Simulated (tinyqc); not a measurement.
Mass anisotropy: shallow donor in an anisotropic valley (effective-mass theory).

One valley: H = -c [(d2/dx2 + d2/dy2)/mt + (d2/dz2)/ml] - q/(eps r), c = hbar^2/2m0, q = e^2/(4 pi eps0). Trial function exp(-sqrt((x^2 + y^2)/a^2 + z^2/b^2)) with a > b: T = (c/3)(2/(mt a^2) + 1/(ml b^2)), V = -(q/eps) atan(u/b)/u, u = sqrt(a^2 - b^2). The central cell of the impurity is left out.

Constants: hbar^2/2m0 = 3.80998211 eV angstrom^2; e^2/(4 pi eps0) = 14.39964547 eV angstrom; Ry = 13.60569312 eV; a0 (Bohr radius) = 0.5291772105 angstrom.

Inputs chosen for the exercise (out of a larger set: near those of a group-V donor in Si; not measured data): mt = 0.183 m0 (transverse mass); eps = 11.5 (dielectric constant); xs = (1.2, 1.9, 2.7, 5.1, 11, 29, 38, 260) (ratios ml/mt).

mt and eps fixed, ml varied. Energies in units of Ry*(mt) = Ry mt/eps^2 and lengths in a*(mt) = a0 eps/mt; the last two columns use one mass, 3/(1/ml + 2/mt) or (ml mt^2)^(1/3).

Results:
```
ml/mt   a/a*    b/a  binding  conductivity mass  density-of-states mass
1.20   0.962  0.937    1.062              1.059                   1.063
1.90   0.878  0.796    1.223              1.188                   1.239
2.70   0.824  0.703    1.350              1.266                   1.392
5.10   0.742  0.563    1.587              1.366                   1.721
11.0   0.665  0.431    1.874              1.435                   2.224
29.0   0.596  0.309    2.218              1.475                   3.072
38.0   0.580  0.282    2.309              1.481                   3.362
260    0.505  0.147    2.852              1.497                   6.383
```

The binding grows from 1.06 to 2.85 Ry*(mt); for ml going to infinity the exact problem becomes two-dimensional, with 4 Ry*. The conductivity mass saturates at 1.5 and underbinds, by 14 % at ml/mt = 5.1; the density-of-states mass errs by +8 % there and by +124 % in the last row. With these mt and eps one unit is 18.83 meV.

Program tinyqc; command `OMP_NUM_THREADS=1 python tinyqc.py 1250053 1250054 out.jsonl`; about 0.01 s on one thread of a shared Intel(R) Xeon(R) Processor @ 2.30GHz.
